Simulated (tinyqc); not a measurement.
Force balance against energy balance: elastic strain and critical thickness of a cubic alloy layer A(1-x)B(x) on a thick substrate. Computed by tinyqc, a small Python program. Command: `OMP_NUM_THREADS=1 python tinyqc.py 3011634 3011635 out.jsonl misfit walk`. One thread of a shared host (Intel(R) Xeon(R) Processor @ 2.30GHz), about 0.01 s of CPU time with the checks.

Strain is positive in tension. The layer is coherent with the substrate unless said otherwise.

Inputs (values chosen for the exercise, modelled on In(1-x)Ga(x)P on GaAs):

| quantity | value | unit |
|---|---|---|
| fraction x of B | 0.84 | - |
| lattice constant a_A | 5.869 | angstrom |
| lattice constant a_B | 5.451 | angstrom |
| substrate lattice constant a_S | 5.653 | angstrom |

Growth plane: (001). Layer: buried under a thick cap. Misfit dislocation: 60-degree.

C11, C12, C44 of A (GPa): 102.7  56.91  45.36

C11, C12, C44 of B (GPa): 142.5  61.62  70.15

Method:
- a = (1 - x) a_A + x a_B, the same rule for each C_ij; misfit f = (a_S - a)/a, the in-plane strain of the coherent layer.
- Voigt averages: G = (C11 - C12 + 3 C44)/5, B = (C11 + 2 C12)/3, nu = (3 B - 2 G)/(2 (3 B + G)); b = a/sqrt(2). The 60-degree dislocation has cos alpha = 1/2, and cos lambda = 1/2 on (001).
- Matthews-Blakeslee: h_c = A [ln(h_c/b) + 1], A = b (1 - nu cos^2 alpha)/(4 pi |f| (1 + nu) cos lambda), the factor 4 pi being that of a buried layer, with a dislocation at both interfaces.
- People-Bean: h_c = P ln(h_c/b), P = (1 - nu)/(1 + nu) b^2/(16 pi sqrt(2) a f^2). The misfit is scaled by 0.25, 0.4, 0.6, 1, 1.5, 2.2 at fixed a, b and nu; the upper root is taken, and rows with A < 1.3 b or P < 3 b, where the roots shrink to the core size or vanish, are left out.

misfit f = 0.0244877

prefactor A = 1.92806 nm

Poisson ratio nu = 0.237244

Burgers vector b = 0.390173 nm

free lattice constant a = 5.51788 angstrom

Critical thickness:

| \|f\| (%) | Matthews-Blakeslee (nm) | People-Bean (nm) | ratio |
|---|---|---|---|
| 0.6122 | 44.188 | 450.14 | 10.187 |
| 0.9795 | 24.842 | 148.11 | 5.962 |
| 1.4693 | 14.924 | 54.81 | 3.673 |
| 2.4488 | 7.671 | 14.40 | 1.877 |
| 3.6731 | 4.399 | 4.22 | 0.960 |

What follows from these numbers?

The exponents d ln h_c/d ln f are -1.23 and -2.37 between the first rows, steeper than the -1 and -2 of the prefactors because of the logarithm. The ratio falls from 10.2 to 0.960 as the misfit grows, so the two criteria cross. Where People-Bean lies above, a layer between the lines is metastable: dislocations would lower the energy but have to be nucleated; where it falls below, it is out of its range. People-Bean has no form for a buried layer. Above about 2 % misfit islands may come first.

Extremes, crossings and ranges named in words are read from the listed rows.
